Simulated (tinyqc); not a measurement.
Doping: the thermoelectric optimum: Boltzmann transport in a parabolic band with a power-law relaxation time.

F_j(eta) = (1/Gamma(j + 1)) integral_0^infinity x^j dx/(1 + exp(x - eta)), which tends to exp(eta) for eta << 0.

n = N F_1/2(eta) with N = 2 (m kB T/(4 pi c))^(3/2) with c = hbar^2/2m0, in 1/angstrom^3; times 1e24 for 1/cm^3, m = md.

tau = tau0 x^r with x = E/kT. With K_j = Gamma(j + 1) F_j(eta): <tau> = tau0 (r + 3/2) K_(r+1/2)/((3/2) K_(1/2)); mu = <tau>/(mc m0/e), m0/e = 5.685630e-12 kg/C; Hall factor rH = (3/2) K_(1/2) (2r + 3/2) K_(2r+1/2)/((r + 3/2) K_(r+1/2))^2; Seebeck S = -(kB/e) [(r + 5/2) K_(r+3/2)/((r + 3/2) K_(r+1/2)) - eta]; Lorenz number L = (kB/e)^2 [(r + 7/2) K_(r+5/2)/((r + 3/2) K_(r+1/2)) - ((r + 5/2) K_(r+3/2)/((r + 3/2) K_(r+1/2)))^2]; kB/e in V/K. Valley anisotropy is left out of rH.

Constants: hbar^2/2m0 = 3.80998211 eV angstrom^2; kB = 8.617333262e-05 eV/K.

Parameters, chosen for this exercise (masses near those of InP; tau0 is set for a mobility of the usual size at this n, kL is a free input; freeze-out and phonon drag, which matter near 77 K, are left out; the results hold for these values, not for the real material):
```
symbol  value   unit     meaning
md      0.079   m0       density-of-states mass
mc      0.0791  m0       conductivity mass
tau0    110     fs       tau at E = kT
r       -0.5             exponent of tau
T       300     K
kL      11      W/(m K)  lattice thermal conductivity
```

tau0 is held fixed. sigma = e n mu with e = 1.602176634e-19 C; ZT = S^2 sigma T/(kL + L sigma T).

Results:
```
n (1/cm^3)    eta  mu (cm^2/(V s))  sigma (S/cm)     rH  S (microvolt/K)  L (1e-8)  S^2 sigma (mW/(m K^2))      ZT
6.0e+15     -4.53         1.84e+03          1.77  1.177             -563     1.487                  0.0560  0.0015
6.0e+16     -2.19         1.81e+03          17.4  1.171             -366     1.505                   0.233  0.0063
2.0e+17     -0.90         1.75e+03          56.1  1.155             -265     1.548                   0.394   0.011
3.0e+17     -0.43         1.71e+03          82.3  1.146             -232     1.578                   0.444   0.012
7.0e+17      0.66         1.58e+03           177  1.116             -167     1.682                   0.495   0.013
1.0e+18      1.20         1.50e+03           241  1.099             -142     1.749                   0.485   0.013
3.0e+18      3.46         1.19e+03           574  1.046              -77     2.039                   0.340  0.0090
6.0e+18      5.75              983           945  1.022              -49     2.228                   0.226  0.0058
1.0e+19      8.19              839      1.34e+03  1.012              -35     2.326                   0.161  0.0040
```

Give the missing row, n (1/cm^3) = 2.0e+16.

Computed row:
```
n (1/cm^3)    eta  mu (cm^2/(V s))  sigma (S/cm)     rH  S (microvolt/K)  L (1e-8)  S^2 sigma (mW/(m K^2))      ZT
2.0e+16     -3.31         1.83e+03          5.87  1.176             -460     1.492                   0.124  0.0034
```

|S| falls by 197 microvolt/K from the first to the third row (198 a decade in the non-degenerate range; holes, which count near the intrinsic density, and non-parabolicity are left out). The power factor peaks at 7e+17 1/cm^3 of those listed (eta = 0.66, S = -167); ZT is largest at 7e+17 1/cm^3 (eta = 0.66). mu changes by a factor 0.46 over the table and rH goes from 1.177 to 1.012. A real tau0 would fall with doping.

(tinyqc, `OMP_NUM_THREADS=1 python tinyqc.py 1652471 1652472 out.jsonl`, Intel(R) Xeon(R) Processor @ 2.30GHz, 1 thread, shared host, about 0.02 s.)
